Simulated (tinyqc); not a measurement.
# Changing the junction depth x_j

Model: lateral field, substrate current, probability of reaching the oxide barrier and hot-carrier lifetime of a silicon transistor (pseudo-two-dimensional and lucky-electron models). Computed by tinyqc, a small Python program. Command: `OMP_NUM_THREADS=1 python tinyqc.py 3014879 3014880 out.jsonl hotcar sweep`. One thread of a shared host (Intel(R) Xeon(R) Processor @ 2.30GHz), about 0.01 s of CPU time with the checks.

Local-field models: a lucky carrier gains its energy at the peak field over a path free of collisions. Voltages are magnitudes.

Inputs (values chosen for the exercise, modelled on a silicon n-channel):

| quantity | value | unit |
|---|---|---|
| channel length L | 610 | nm |
| oxide thickness t | 14 | nm |
| mobility mu | 350 | cm^2/(V s) |
| saturation velocity v_s | 0.79 | 1e7 cm/s |
| threshold voltage V_T | 0.6 | V |
| gate voltage V_G | 3.9 | V |
| drain voltage V_D | 6.2 | V |
| ionisation prefactor A_i | 2.2e+06 | 1/cm |
| ionisation field B_i | 1.78 | MV/cm |
| hot-carrier mean free path lambda | 7.3 | nm |
| oxide barrier phi_b | 3.1 | eV |
| interface-trap threshold phi_it | 3.7 | eV |
| lifetime constant H | 300 | s microampere/micrometre |
| length of the depleted extension L_n | 81 | nm |

Drain: lightly doped extension.

Constants: eps_0 = 8.8541878128e-12 F/m.

Method:
- C_ox = 3.9 eps_0/t; F_sat = 2 v_s/mu; V_Dsat = V_ov F_sat L/(V_ov + F_sat L), V_ov = V_G - V_T; I_D/W = C_ox v_s (V_ov - V_Dsat).
- Scale length l = 0.22 t^(1/3) x_j^(1/2) (all in cm); F_m = sqrt(((V_D - V_Dsat)/l_e)^2 + F_sat^2), with l_e = l + L_n; length of the velocity-saturated region l_e ln((V_D - V_Dsat)/(l_e F_sat) + F_m/F_sat).
- Substrate current I_sub/I_D = (A_i/B_i)(V_D - V_Dsat) exp(-B_i/F_m); probability of reaching the oxide barrier exp(-phi_b/(e lambda F_m)); lifetime tau = (H/(I_D/W)) exp(phi_it/(e lambda F_m)).

One run for each value:

| junction depth x_j (nm) | peak field F_m (kV/cm) | substrate current I_sub/W (microampere/micrometre) | lifetime tau (s) | scale length l (nm) |
|---|---|---|---|---|
| 50 | 348.36 | 12.292 | 1.7830e+06 | 55.03 |
| 71 | 323.73 | 8.333 | 5.3932e+06 | 65.58 |
| 100 | 299.27 | 5.317 | 1.9391e+07 | 77.83 |
| 150 | 270.30 | 2.810 | 1.1916e+08 | 95.32 |
| 210 | 246.65 | 1.495 | 7.1927e+08 | 112.78 |
| 290 | 224.64 | 0.737 | 5.3887e+09 | 132.54 |
| 420 | 200.53 | 0.284 | 8.1184e+10 | 159.50 |

What does the table show?

Over the rows, peak field F_m (kV/cm) falls from 348 to 201 (exponent d ln y / d ln x -0.21 between the first rows and -0.31 between the last); substrate current I_sub/W (microampere/micrometre) falls from 12.3 to 0.284 (exponent d ln y / d ln x -1.1 between the first rows and -2.6 between the last); lifetime tau (s) rises from 1.78e6 to 8.12e10 (exponent d ln y / d ln x 3.2 between the first rows and 7.3 between the last).  Left out: 600 (the saturated region would fill the channel).

Caution (all rows): the empirical formula for l was fitted to oxides of about 15 nm or more; for thinner ones it is an extrapolation. Caution (all rows): the saturated region fills most of the channel, so the split into two regions is rough.

Extremes, crossings and ranges named in words are read from the listed rows.
